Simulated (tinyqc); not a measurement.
Inputs raised by 2 %, one at a time: electron mobility of a polar semiconductor by Rode's iterative solution of the Boltzmann equation. Computed by tinyqc, a small Python program. Command: `OMP_NUM_THREADS=1 python tinyqc.py 3017948 3017949 out.jsonl rode sens`. One thread of a shared host (Intel(R) Xeon(R) Processor @ 2.30GHz), about 0.06 s of CPU time with the checks.

The distribution is f(E) + e F l(E) (-df/dE) cos(theta) for a weak field F, theta counted from the force; l(E) is a mean free path. Elastic processes enter by their momentum rate, polar optical phonons by out- and in-scattering terms. One valley only: where upper valleys lie close, measured mobilities are lower. The density n is prescribed, even where a narrow-gap material would have more intrinsic carriers.

Inputs (values chosen for the exercise, modelled on GaSb):
```
quantity                               value    unit
effective mass m                      0.0423     m_0
non-parabolicity alpha                   1.2    1/eV
static permittivity eps_s               15.7       -
high-frequency permittivity eps_inf     14.4       -
density rho                             5610  kg/m^3
sound velocity v_l                      4140     m/s
acoustic deformation potential D_A       7.2      eV
optical phonon energy hbar w            29.4     meV
piezoelectric coupling K               0.032       -
electron density n                   4.9e+15  1/cm^3
compensation ratio C                    0.77       -
temperature T                            500       K
grid points per phonon energy s           10       -
iteration cap                            200       -
```

Band: Kane. Elastic processes: acoustic, piezoelectric, impurity.

Constants: k_B = 8.617333262e-05 eV/K; m_0 = 9.1093837015e-31 kg; e = 1.602176634e-19 C; hbar = 1.054571817e-34 J s; eps_0 = 8.8541878128e-12 F/m; k_B = 1.380649e-23 J/K; hbar = 6.582119569e-16 eV s.

Method:
- Kane band: hbar^2 k^2/(2 m) = E (1 + alpha E), speed v = hbar k/(m (1 + 2 alpha E)), states per spin, volume and energy g(E) = m k (1 + 2 alpha E)/(2 pi^2 hbar^2); overlap factors are set to 1. Masses are multiplied by m_0 and all formulas are in SI units.
- The reduced Fermi level eta = E_F/(k_B T) solves n = 2 Z int g f dE with f = 1/(1 + exp(x - eta)) (Z = 1 unless valleys are given); screening length L_s = sqrt(eps_s eps_0 k_B T/(e^2 dn/deta)), dn/deta = 2 Z int g f (1 - f) dE.
- Integrals over x = E/(k_B T) use 160 Gauss-Legendre points in u = sqrt(x) from 0 to sqrt(max(eta, 0) + 32).
- N_I = n (1 + C)/(1 - C).
- Phonon occupation N_q = 1/(exp(hbar w/(k_B T)) - 1).
- Acoustic deformation potential (elastic, equipartition, absorption and emission together): 1/tau = 2 pi k_B T D_A^2 g(E)/(hbar rho v_l^2).
- Piezoelectric (elastic, unscreened, momentum relaxation): 1/tau = e^2 K^2 k_B T m (1 + 2 alpha E)/(2 pi eps_s eps_0 hbar^3 k), with alpha = 0 for a parabolic band.
- Singly charged impurities, momentum relaxation: 1/tau = N_I e^4 m (1 + 2 alpha E) Phi/(8 pi (eps_s eps_0)^2 hbar^3 k^3), with alpha = 0 for a parabolic band.
- Brooks-Herring: Phi = ln(1 + b) - b/(1 + b), b = 4 k^2 L_s^2.
- Polar optical, unscreened: W = e^2 w (1/eps_inf - 1/eps_s) m (1 + 2 alpha E') ln|(k + k')/(k - k')| / (4 pi eps_0 hbar^2 k), times N_q for absorption (E' = E + hbar w) and N_q + 1 for emission (E' = E - hbar w > 0), with alpha = 0 for a parabolic band; mean cosine of the angle <cos> = (k^2 + k'^2)/(2 k k') - 1/ln|(k + k')/(k - k')|.
- Energy grid E_j = (j + 1/2) hbar w/s, j = 0, 1, ..., up to (max(eta, 0) + 18) k_B T, so that E_j +/- hbar w are grid points; l = 0 beyond the grid; integrals are sums times the spacing.
- With f' = f(E'): out-scattering S_o = sum over absorption and emission of W (1 - f')/(1 - f); nu = sum of elastic rates; the in-scattering weights are c+ = W_abs <cos> (1 - f')/(1 - f) for E' = E + hbar w and c- likewise for emission.
- Iteration: l_new(E) = [v(E) + c+ l(E + hbar w) + c- l(E - hbar w)]/(nu + S_o), from l = 0.
- mu = e sum g v l f (1 - f) / (3 k_B T sum g f) over the grid; stop when mu changes by less than 1e-8 of itself.
- Self-energy RTA: l = v/(nu + S_o), the first iteration. Momentum RTA: l = v/(nu + S_o - c+ v(E + hbar w)/v - c- v(E - hbar w)/v), listed only where the denominator is positive on the whole grid. The polar-only value solves the same system with nu = 0; the elastic value takes l = v/nu.

Runs; columns: (1) input moved; (2) from; (3) to; (4) mobility mu (cm^2/(V s)); (5) polar-phonon mobility (cm^2/(V s)); (6) elastic mobility (cm^2/(V s)); (7) self-energy RTA mobility (cm^2/(V s)):
```
(1)                                     (2)       (3)    (4)    (5)    (6)   (7)
base run                                  -         -  10483  16567  33630  5468
effective mass m (m_0)               0.0423  0.043146  10171  16082  32539  5311
static permittivity eps_s              15.7    16.014   9218  13611  34190  4674
high-frequency permittivity eps_inf    14.4    14.688  12448  21707  33630  6765
temperature T (K)                       500       510  10310  16212  33174  5344
compensation ratio C                   0.77    0.7854  10345  16567  32486  5418
non-parabolicity alpha (1/eV)           1.2     1.224  10411  16461  33369  5435
sound velocity v_l (m/s)               4140    4222.8  10550  16567  34347  5484
```

Exponents ln(y'/y) / ln(x'/x):
```
input                                mobility mu  polar-phonon mobility  elastic mobility  self-energy RTA mobility
effective mass m                          -1.525                 -1.500            -1.666                    -1.477
static permittivity eps_s                 -6.493                 -9.925             0.834                    -7.924
high-frequency permittivity eps_inf        8.675                 13.647             0.000                    10.748
temperature T                             -0.839                 -1.093            -0.690                    -1.161
compensation ratio C                      -0.667                  0.000            -1.748                    -0.466
non-parabolicity alpha                    -0.345                 -0.324            -0.394                    -0.312
sound velocity v_l                         0.321                  0.000             1.065                     0.145
```

Among the inputs moved here: mobility mu answers most in size to high-frequency permittivity eps_inf (exponent +8.675), next to static permittivity eps_s (-6.493). Polar-phonon mobility answers most in size to high-frequency permittivity eps_inf (exponent +13.647), next to static permittivity eps_s (-9.925); its exponent is below 0.0005 for compensation ratio C, sound velocity v_l. Its exponent -1.500 in effective mass m: the polar rate grows as m^(1/2) and mu = e tau/m. Elastic mobility answers most in size to compensation ratio C (exponent -1.748), next to effective mass m (-1.666); its exponent is below 0.0005 for high-frequency permittivity eps_inf. Self-energy RTA mobility answers most in size to high-frequency permittivity eps_inf (exponent +10.748), next to static permittivity eps_s (-7.924).
